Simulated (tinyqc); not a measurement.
Long-channel MOSFET, surface-potential model: one step of the calculation.

n-channel transistor on a uniformly doped p-type body, gradual-channel approximation, constant mobility, Boltzmann statistics, full ionisation. Potentials are counted from the neutral body; V is the electron quasi-Fermi potential, Vsb at the source and Vsb + Vds at the drain. Charges are magnitudes per area.

Task. Body potential, insulator capacitance and body factor. ni = sqrt(Nc Nv) exp(-Eg/(2 Vt)), Eg in volts; phiF = Vt ln(Na/ni); Cox = eps0 eox/tox; gamma = sqrt(2 q eps0 eps_r Na)/Cox. VT = Vfb + 2 phiF + gamma sqrt(2 phiF + Vsb), m = 1 + gamma/(2 sqrt(2 phiF + Vsb)).

Values chosen for this exercise; material values close to those of silicon:
- T = 293 K (temperature)
- Eg = 1.13 eV (band gap)
- eps_r = 11.7 (relative permittivity of the semiconductor)
- Nc = 2.7e19 cm^-3 (conduction-band density of states at T)
- Nv = 2.53e19 cm^-3 (valence-band density of states at T)
- Na = 2.4e17 cm^-3 (acceptor density of the body)
- eox = 7.29 (relative permittivity of the gate insulator)
- tox = 4.9 nm (insulator thickness)
- Vfb = -0.63 V (flat-band voltage)
- Vsb = 0.3 V (source-body reverse bias)

Constants: q = 1.602176634e-19 C, kB = 1.380649e-23 J/K, Vt = kB T/q, eps0 = 8.8541878128e-14 F/cm where lengths are in cm. Results are converted to the units shown.

Find: ni; phiF; Cox; gamma; VT; m.

Result.

ni = 4.999e9 cm^-3
phiF = 0.4466 V
Cox = 1.317 uF/cm^2
gamma = 0.2143 V^0.5
VT = 0.4972 V
m = 1.098

Computed by the program tinyqc: `OMP_NUM_THREADS=1 python tinyqc.py 2360104 2360105 out.jsonl`, one thread of a shared Intel Xeon 2.30GHz, about 0.06 s for the whole run.
